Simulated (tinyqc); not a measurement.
Longitudinal sound in a periodic multilayer: transfer matrices, stop bands and folded phonons: one step, computed by the program tinyqc. Command: `OMP_NUM_THREADS=1 python tinyqc.py 3013990 3013991 out.jsonl multilayer walk`. One thread of a shared host (Intel(R) Xeon(R) Processor @ 2.30GHz), about 0.01 s of CPU time with the checks.

Layers 1 and 2 repeat with period d = d_1 + d_2; waves travel normal to the layers, without loss. State vector (u, s): displacement u and stress divided by omega. Impedances Z = rho v are in 1e6 kg/(m^2 s).

Question. Transmission through N periods. A layer maps (u, s) by [[cos p, sin p/Z], [-Z sin p, cos p]], p = 2 pi f d_i/v_i; one period is M = M_2 M_1, and cos(q d) = trace(M)/2. For N periods A = M^N. A wave comes from a thick layer of material 1 and leaves into the substrate (Z_s): transmitted power T = 4 Z_1 Z_s/|Z_1 A_22 + Z_s A_11 - i (Z_1 Z_s A_12 - A_21)|^2, reflected power R = 1 - T.

Inputs (values chosen for the exercise, modelled on gallium nitride (layer 1), aluminium nitride (layer 2) and silica (substrate)):
```
quantity       value  unit
velocity v_1    8170   m/s
thickness d_1    354    nm
velocity v_2   11100   m/s
thickness d_2    486    nm
periods N         20     -
frequency f     7.07   GHz
```

M:
```
           1            2
1  -1.118780  -0.01570270
2   29.10235   -0.4853633
```

Z_2 = 35.853

Z_1 = 51.1442

Z of the substrate = 13.2762

Give: A = M^N; transmitted power T; T in decibel.

Answer.

A = M^N:
```
        1         2
1   1.096  0.006108
2  -11.32    0.8495
```

transmitted power T = 0.7539

T in decibel = -1.227 dB
